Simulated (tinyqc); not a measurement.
Deal-Grove kinetics of thermal oxidation of silicon. Changing the temperature T. Computed by tinyqc, a small Python program. Command: `OMP_NUM_THREADS=1 python tinyqc.py 3008698 3008699 out.jsonl oxide sweep`. One thread of a shared host (Intel(R) Xeon(R) Processor @ 2.30GHz), about 0.1 s of CPU time with the checks.

Oxidant diffuses through the oxide and reacts at the interface, so that dx/dt = B/(A + 2x) for the oxide thickness x.

Inputs (values chosen for the exercise, close to those used for silicon): prefactor B0 = 781 um^2/h; activation energy E_B = 1.23 eV; prefactor (B/A)0 = 3.98e+06 um/h; activation energy E_A = 2.01 eV; oxidant pressure p = 1 atm; pressure exponent m of B/A = 0.8; initial oxide x_i = 0.05 um; time t = 0.77 h.

Ambient: dry oxygen. Surface: (100).

Constants: k_B = 8.617333262e-05 eV/K.

Method:
- B = B0 p exp(-E_B/(k_B T)), B/A = (B/A)0 p^m exp(-E_A/(k_B T)), p in atm; A = B/(B/A).
- Temperatures in kelvin are T(C) + 273.15.
- tau = (x_i^2 + A x_i)/B and x = (A/2) [sqrt(1 + 4 B (t + tau)/A^2) - 1], the root of x^2 + A x = B (t + tau).
- Silicon consumed is 0.44 times the oxide grown; the rate is B/(A + 2x).

One run for each value:
```
temperature T (C)  oxide thickness x (um)  length A (um)  linear constant B/A (um/h)  parabolic constant B (um^2/h)
800                               0.05100        0.90332                  1.4469e-03                       0.001307
850                               0.05252        0.62054                  3.8076e-03                       0.002363
900                               0.05573        0.44015                  9.2268e-03                       0.004061
950                               0.06188        0.32109                  2.0798e-02                       0.006678
1000                              0.07243        0.24011                  4.3982e-02                       0.010560
1050                              0.08856        0.18354                  8.7891e-02                       0.016131
1100                              0.11059        0.14307                  1.6700e-01                       0.023893
1150                              0.13794        0.11349                  3.0332e-01                       0.034425
1200                              0.16973        0.09146                  5.2905e-01                       0.048385
```

Over the rows, oxide thickness x (um) rises from 0.0510 to 0.170; length A (um) falls from 0.903 to 0.0915. A falls with T because E_A exceeds E_B, so hot oxidation turns parabolic sooner. The apparent activation energy of x, -d ln x / d(1/(k_B T)), is 0.06 eV between the first rows and 0.75 eV between the last; a film much thicker than x_i would show E_A = 2.01 eV in the linear limit and E_B/2 = 0.615 eV in the parabolic one.
